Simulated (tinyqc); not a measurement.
# Which input was changed?

Model: minimum-mode following (dimer method) and harmonic rate on a two-dimensional model surface. Computed by tinyqc, a small Python program. Command: `OMP_NUM_THREADS=1 python tinyqc.py 3027611 3027612 out.jsonl dimer which`. One thread of a shared host (Intel(R) Xeon(R) Processor @ 2.30GHz), about 0.4 s of CPU time with the checks.

V(x, y) = -A (cos kx + cos ky) - B cos kx cos ky + (C sin ky + S sin kx)(1 - cos kx), k = 2 pi/a; the atom hops from the minimum at (0, 0) to that at (a, 0).

Inputs (values chosen for the exercise, for a model surface):

| quantity | value | unit |
|---|---|---|
| amplitude A | 0.46 | eV |
| amplitude B | 0.058 | eV |
| skew C | 0.19 | eV |
| asymmetry S | -0.042 | eV |
| period a | 3.3 | angstrom |
| mass M | 110 | u |
| temperature T | 200 | K |

Surface: adatom on a square lattice.

Constants: nu for 1 eV/(angstrom^2 u) = 15.6333042 THz; k_B = 8.617333262e-05 eV/K.

Method:
- Newton steps x(new) = x - H^-1 grad V (moves limited to 0.3 angstrom) from (0, 0), (a, 0) and (a/2, 0) give the two minima and the saddle.
- Diagonalise the Hessian at the start minimum and at the saddle; nu = 15.6333042 THz x sqrt(|lambda|/M).
- Vineyard prefactor nu* = nu1 nu2 (minimum)/nu2 (saddle); k = nu* exp(-E_b/(k_B T)).

Problem. One of these inputs alone was changed, within the range given: amplitude A (0.23 to 0.92); amplitude B (0.029 to 0.116); mass M (55 to 220); temperature T (100 to 400). Which one, and to what value?

Results:

| run | rate k (1/s) | barrier from the start (eV) | prefactor nu* (THz) |
|---|---|---|---|
| before | 5.876695e-11 | 0.893967 | 1.977501 |
| after | 5.421176e-19 | 1.215493 | 2.307706 |

Solution.

Each candidate set to reproduce rate k, and what it then gives:

| candidate | range searched | value needed | barrier from the start (eV) | prefactor nu* (THz) |
|---|---|---|---|---|
| amplitude A (eV) | 0.23 to 0.92 | 0.6060 | 1.2155 | 2.3077 |
| amplitude B (eV) | 0.029 to 0.116 | out of reach | - | - |
| mass M (u) | 55 to 220 | out of reach | - | - |
| temperature T (K) | 100 to 400 | 147.4 | 0.8940 | 1.9775 |

Only amplitude A fits every result: it went from 0.46 to 0.606 eV. The next best candidate, temperature T, misses one result by 26 %.
